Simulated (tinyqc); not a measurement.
Worked calculation: harmonic frequencies on the UHF/6-31g surface (energies and gradients from PySCF), for H2-, spin multiplicity 2. The basis has no diffuse functions, so it cannot describe the extra electron: this is an exercise in the method, not the real anion. Computed by tinyqc, a small Python program that keeps every step (integrals from PySCF). Settings: charge = -1, multiplicity = 2, basis = 6-31g, delta = 0.01. Command: `OMP_NUM_THREADS=1 python tinyqc.py 27830 27831 out.jsonl` (the two numbers bound the seeds that draw the settings). One thread of a shared host (Intel(R) Xeon(R) Processor @ 2.60GHz), about 1 s of CPU time with the checks.

## One row of the Hessian: 2Hz

optimised positions (bohr):
```
,x,y,z
1H,0.00000,0.00000,-0.83983
2H,0.00000,0.00000,2.08327
```

gradient at +delta (hartree/bohr):
```
,x,y,z
1H,0.0000000,0.0000000,-0.0001805
2H,0.0000000,0.0000000,0.0001805
```

gradient at -delta (hartree/bohr):
```
,x,y,z
1H,0.0000000,0.0000000,0.0001858
2H,0.0000000,0.0000000,-0.0001858
```

Displace 2Hz by +/-0.01 bohr; H(k, :) = (g(+) - g(-)) / (2 delta).

row of the Hessian (hartree/bohr^2): 1Hx 0.0000000, 1Hy 0.0000000, 1Hz -0.0183120, 2Hx 0.0000000, 2Hy 0.0000000, 2Hz 0.0183120

## Hessian by finite differences

All rows are made in the same way, and the matrix is symmetrised.

Hessian (symmetrised) (hartree/bohr^2):
```
,1Hx,1Hy,1Hz,2Hx,2Hy,2Hz
1Hx,-0.0000003,0.0000000,0.0000000,0.0000003,0.0000000,0.0000000
1Hy,0.0000000,-0.0000003,0.0000000,0.0000000,0.0000003,0.0000000
1Hz,0.0000000,0.0000000,0.0183120,0.0000000,0.0000000,-0.0183120
2Hx,0.0000003,0.0000000,0.0000000,-0.0000003,0.0000000,0.0000000
2Hy,0.0000000,0.0000003,0.0000000,0.0000000,-0.0000003,0.0000000
2Hz,0.0000000,0.0000000,-0.0183120,0.0000000,0.0000000,0.0183120
```

## Normal modes

masses (u): 1H 1.00782, 2H 1.00782

Diagonalise H_ij / sqrt(m_i m_j); the 5 smallest eigenvalues belong to translations and rotations; wavenumber = sqrt(eigenvalue / 1822.888) x 219474.63; each mode has its largest component positive (the first on a tie); zero-point energy = sum of wavenumbers / 2, with 349.755 1/cm per kcal/mol.

eigenvalues of the mass-weighted Hessian (hartree/(bohr^2 u)): 0.00000  0.00000  0.00000  0.00000  0.00000  0.03634

harmonic wavenumbers of the vibrations (1/cm): 979.9

mass-weighted modes:
```
,mode 1
1Hx,0.00000
1Hy,0.00000
1Hz,0.70711
2Hx,0.00000
2Hy,0.00000
2Hz,-0.70711
```

zero-point energy = 1.40088 kcal/mol
